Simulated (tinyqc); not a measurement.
What each parameter does: nanosheet or nanowire with hard walls, valleys of the Ge type.

Four ellipsoidal valleys along <111>: inverse mass tensor w = 1/mt + (1/ml - 1/mt) a a^T with a the unit axis. Device axes: x along the channel, z = [001], y = z x x. The Gamma and Delta valleys are left out; the heavy Delta valleys, about 0.18 eV up, lie lowest once the L levels pass about 0.2 eV.

Hard walls around a W x H rectangle. The block w_c of w in (y, z) confines; the transport mass follows from 1/m_x = w_xx - w_xc w_c^-1 w_cx. The cross-section problem c (w_yy ky^2 + 2 w_yz ky kz + w_zz kz^2), c = hbar^2/2m0, is solved in products sin(n pi y/W) sin(l pi z/H), n, l = 1 to 12; if w_yz = 0 the levels are c pi^2 (w_yy n^2/W^2 + w_zz l^2/H^2). The w_yz term couples (n, l) to (n', l') by -2 c w_yz D_nn'(W) D_ll'(H) with D_nm(L) = 4 n m/(L (n^2 - m^2)) for n + m odd and 0 otherwise.

Without degeneracy the line density is N1 exp((EF - Ec)/kB T) with N1 = sum 2 g sqrt(m_x kB T/(4 pi c)) exp(-E/kB T), here over n, l up to 80 where w_yz = 0 and over all levels of a 12 x 12 sine basis otherwise; the classical value is W H Nc with Nc = 2 g_all (m_dos kB T/(4 pi c))^(3/2), m_dos = (ml mt^2)^(1/3); dVt = kB T ln(W H Nc/N1).

Constants: hbar^2/2m0 = 3.80998211 eV angstrom^2; kB = 8.617333262e-05 eV/K.

Parameters, chosen for this exercise (near those of Ge; the results hold for these values, not for the real material):

| symbol | value | unit | meaning |
|---|---|---|---|
| ml | 1.561 | m0 | longitudinal mass |
| mt | 0.081 | m0 | transverse mass |
| T | 300 | K | temperature |
| g_all | 4 |  | number of valleys |
| channel | 110 |  | transport direction x on a (001) wafer |
| W | 90 | angstrom | width, along y |
| H | 44 | angstrom | height, along z = [001] |

E1 and E2 are the two lowest subband edges over all groups.

Results for these values:

| case | E1 (eV) | E2 - E1 (meV) | m_x of lowest (m0) | dVt (mV) |
|---|---|---|---|---|
| base | 0.1701 | 18.1 | 0.081 | 160.6 |

What happens to each result for H = 38 angstrom, all else kept?

Answer: E1 rises from 0.1701 to 0.2257; E2 - E1 falls from 18.1 to 17.4; m_x of lowest does not change at the printed digits; dVt rises from 160.6 to 212.2.

The same for each parameter in turn:

| case | E1 (eV) | E2 - E1 (meV) | m_x of lowest (m0) | dVt (mV) |
|---|---|---|---|---|
| base | 0.1701 | 18.1 | 0.081 | 160.6 |
| W = 105 angstrom | 0.1683 | 12.8 | 0.081 | 156.1 |
| H = 38 angstrom | 0.2257 | 17.4 | 0.081 | 212.2 |
| T = 270 K | 0.1701 | 18.1 | 0.081 | 161.1 |
| ml = 1.717 m0 | 0.1693 | 16.8 | 0.081 | 160.1 |
| mt = 0.073 m0 | 0.1877 | 18.5 | 0.073 | 178.1 |

(tinyqc, `OMP_NUM_THREADS=1 python tinyqc.py 1280045 1280046 out.jsonl`, Intel(R) Xeon(R) Processor @ 2.30GHz, 1 thread, shared host, about 0.2 s.)
